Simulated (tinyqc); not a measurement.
Carrier statistics of a doped semiconductor with parabolic bands, step by step. Values are carried at full precision from step to step, so a last printed digit may differ when a step is redone from the rounded ones.

Constants: kB = 8.617333262e-05 eV/K; hbar^2/2m0 = 3.80998211 eV angstrom^2.

Inputs chosen for the exercise (near those of GaN; the results hold for these values, not for the real material): Eg0 = 3.556 eV (gap at 0 K); al = 0.000911 eV/K (Varshni alpha); be = 876 K (Varshni beta); T = 400 K; ml = 0.192 m0 (longitudinal electron mass); mt = 0.192 m0 (transverse electron mass); Mv = 1 (equivalent valleys); mhh = 1.42 m0 (heavy-hole mass); mlh = 0.286 m0 (light-hole mass); ND = 2.7e+14 1/cm^3 (donors); NA = 1.6e+12 1/cm^3 (acceptors); ED = 0.0223 eV (donor level below Ec); EA = 0.17 eV (acceptor level above Ev).

## Gap and thermal energy

Eg(T) = Eg0 - al T^2/(T + be) (Varshni).

Eg = 3.44177 eV
kT = 0.034469 eV

The gap has shrunk by 114.2 meV from 0 K and is 99.9 kT wide.

## Effective densities of states

m_de = Mv^(2/3) (ml mt^2)^(1/3); m_dh = (mhh^(3/2) + mlh^(3/2))^(2/3); N = 2 (m kB T/(4 pi c))^(3/2) with c = hbar^2/2m0, in 1/angstrom^3; times 1e24 for 1/cm^3.

m_de = 0.1920 m0
m_dh = 1.5043 m0
Nc = 3.2504e+18 1/cm^3
Nv = 7.1284e+19 1/cm^3

The light holes supply 8.3 % of Nv, and Nc/Nv = 0.0456.

## Intrinsic density and level

With Boltzmann statistics ni = sqrt(Nc Nv) exp(-Eg/2kT) and Ei = Eg/2 + (kT/2) ln(Nv/Nc), counted from Ev.

ni = 0.00316 1/cm^3
Ei = 1.7741 eV

Ei lies 53.2 meV above midgap, towards the band with the smaller density of states.

## Neutrality by bisection

Energies are counted from Ev, so Ec = Eg. n = Nc F_1/2((EF - Eg)/kT), p = Nv F_1/2(-EF/kT), ND+ = ND/(1 + 2 exp((EF - Eg + ED)/kT)), NA- = NA/(1 + 4 exp((EA - EF)/kT)); neutrality asks p + ND+ = n + NA-. F_j(eta) = (1/Gamma(j + 1)) integral_0^infinity x^j dx/(1 + exp(x - eta)), which tends to exp(eta) for eta << 0.

Start from the bracket [-0.2 eV, Eg + 0.2 eV]; at the midpoint EF take the sign of p + ND+ - n - NA-; where it is positive EF must rise. Fourteen steps are shown.

Bisection (eV, 1/cm^3):
```
step       low     high       EF         n         p       ND+       NA-  sign
1     -0.20000  3.64177  1.72088  0.000676    0.0148  2.70e+14  1.60e+12     +
2      1.72088  3.64177  2.68133  8.53e+08  1.17e-14  2.70e+14  1.60e+12     +
3      2.68133  3.64177  3.16155  9.58e+14  1.05e-20  2.70e+14  1.60e+12     -
4      2.68133  3.16155  2.92144  9.04e+11  1.11e-17  2.70e+14  1.60e+12     +
5      2.92144  3.16155  3.04149  2.94e+13  3.40e-19  2.70e+14  1.60e+12     +
6      3.04149  3.16155  3.10152  1.68e+14  5.96e-20  2.70e+14  1.60e+12     +
7      3.10152  3.16155  3.13153  4.01e+14  2.50e-20  2.70e+14  1.60e+12     -
8      3.10152  3.13153  3.11653  2.59e+14  3.86e-20  2.70e+14  1.60e+12     +
9      3.11653  3.13153  3.12403  3.23e+14  3.10e-20  2.70e+14  1.60e+12     -
10     3.11653  3.12403  3.12028  2.89e+14  3.46e-20  2.70e+14  1.60e+12     -
11     3.11653  3.12028  3.11840  2.74e+14  3.65e-20  2.70e+14  1.60e+12     -
12     3.11653  3.11840  3.11746  2.67e+14  3.76e-20  2.70e+14  1.60e+12     +
13     3.11746  3.11840  3.11793  2.70e+14  3.70e-20  2.70e+14  1.60e+12     -
14     3.11746  3.11793  3.11770  2.68e+14  3.73e-20  2.70e+14  1.60e+12     -
```

Each step halves the bracket, which is 0.469 meV wide at the last row.

## The neutral state

Solve the neutrality condition for EF to convergence.

EF = 3.1177 eV
n = 2.68e+14 1/cm^3
p = 3.73e-20 1/cm^3
ND+ = 2.70e+14 1/cm^3
NA- = 1.60e+12 1/cm^3

The material is n-type; 100.0 % of the donors are ionised. EF lies 9.40 kT inside the gap from the conduction edge, so Boltzmann statistics would serve; n p/(Nc Nv exp(-Eg/kT)) = 1.000.

## Checks

- F_1/2(1) by the trapezoid rule against adaptive quadrature: both 1.575641.
- Positive against negative charge at the solution (1/cm^3): both 2.69915e+14.

tinyqc: `OMP_NUM_THREADS=1 python tinyqc.py 1680047 1680048 out.jsonl`; about 0.01 s, one thread, shared Intel(R) Xeon(R) Processor @ 2.30GHz.
